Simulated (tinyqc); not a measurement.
Worked calculation: strain-driven crossing of the Gamma and L valleys in a germanium-like crystal. Values are carried at full precision from step to step, so a last printed digit may differ when a step is redone from the rounded ones.

Biaxial loads: e0 is the in-plane strain e_par and the normal is free. (001): e_perp = -2 (C12/C11) e_par; exx = eyy = e_par, ezz = e_perp, no shear. (111): e_perp = -(2 C11 + 4 C12 - 4 C44)/(C11 + 2 C12 + 4 C44) e_par; exx = eyy = ezz = (2 e_par + e_perp)/3 and exy = eyz = ezx = (e_perp - e_par)/3. (110): e_perp = -(C11 + 3 C12 - 2 C44)/(C11 + C12 + 2 C44) e_par; exx = eyy = (e_par + e_perp)/2, ezz = e_par, exy = (e_perp - e_par)/2, eyz = ezx = 0. Uniaxial loads: a stress along n, scaled so that n.e.n = e0, with exx = s11 sxx + s12 (syy + szz), exy = s44 sxy/2, s11 = (C11 + C12)/((C11 - C12)(C11 + 2 C12)), s12 = -C12/((C11 - C12)(C11 + 2 C12)), s44 = 1/C44.

Constants: kB = 8.617333262e-05 eV/K; hc = 1239.841984 eV nm.

Parameters, chosen for this exercise (near those of Ge, gaps at low temperature; shifted at random, so the results belong to these values and not to a real crystal):
```
symbol  value           unit  meaning
C11     129.4           GPa
C12     48.1            GPa
C44     66.3            GPa
load    uniaxial [100]        kind of strain
e0      0.0429                size of the strain
Eg      0.894           eV    gap at Gamma to the s-like level
EgL     0.756           eV    gap to L
Dso     0.285           eV    spin-orbit splitting
ac      -8.15           eV    conduction deformation potential
av      1.26            eV    valence hydrostatic potential
b       -2.59           eV    tetragonal shear potential
d       -5.29           eV    trigonal shear potential
aL      -1.5            eV    hydrostatic potential of the L edge, Xd + Xu/3
XuL     15.61           eV    uniaxial potential, L
mG      0.0415          m0    mass at Gamma
mL      0.552           m0    density-of-states mass of the four L valleys together
T       77              K     temperature
```

## The strain tensor for a uniaxial [100] load

Form the tensor and its trace.

strain tensor in the cubic axes:
```
          x          y          z
x  0.042900   0.000000   0.000000
y  0.000000  -0.011625   0.000000
z  0.000000   0.000000  -0.011625
```

tr(e) = 0.019649

## Band edges

Edges from the unstrained valence top: Gamma at Eg + ac tr(e); an L valley with unit axis u at EgL + aL tr(e) + XuL (u.e.u - tr(e)/3), u along [111], [1-1-1], [-11-1], [-1-11]; valence edges are the levels of the 6 x 6 matrix of X, Y, Z times spin with -Dso/3 + l exx + m (eyy + ezz) on the diagonal (cyclic), n exy off it, l = av + 2 b, m = av - b, n = sqrt(3) d. Spin-orbit term (Dso/3) L.sigma on X, Y, Z with (L_k)_ij = -i epsilon_kij: <X+|H|Y+> = -i Dso/3, <X+|H|Z-> = Dso/3, <Y+|H|Z-> = -i Dso/3, <Z+|H|X-> = -Dso/3, <Z+|H|Y-> = i Dso/3, <X-|H|Y-> = i Dso/3, and their conjugates; + and - are the spin along z.

Give the edges and the direct and indirect gaps from the top valence edge.

Gamma edge = 0.7339 eV

L edges (eV): [111] 0.7265, [1-1-1] 0.7265, [-11-1] 0.7265, [-1-11] 0.7265

valence edges from the top (eV): 0.1660  0.0239  -0.4006

direct and indirect gap (eV): 0.5679  0.5605

The gap is indirect: Gamma lies 7 meV above the lowest L valley. The top two valence edges are 142 meV apart. At strains above 3 % second-order terms, left out here, matter.

## Electrons in the Gamma valley

Non-degenerate, parabolic: share = mG^(3/2)/(mG^(3/2) + (mL^(3/2)/4) sum_i exp(-(E_Li - E_Gamma)/kT)). Also the offset at which four equal L valleys hold half of the electrons, kT ln((mL/mG)^(3/2)), and the wavelength hc/E of the direct gap.

(mL/mG)^(3/2) = 48.51
share in Gamma = 0.678 %
offset for an even split = 25.8 meV
wavelength = 2183 nm

With the L valleys as they lie here, Gamma must be 26 meV below the lowest of them to hold half of the electrons at 77 K; it lies 7 meV above. A direct gap alone is not enough.

## Checks

- Gamma and lowest L edge at e0 = 0.04531, where the linear shifts make them meet (eV): both 0.7249.

Run: tinyqc, `OMP_NUM_THREADS=1 python tinyqc.py 1050444 1050445 out.jsonl`; Intel(R) Xeon(R) Processor @ 2.30GHz, one thread, shared host; about 0.01 s of CPU time with all checks.
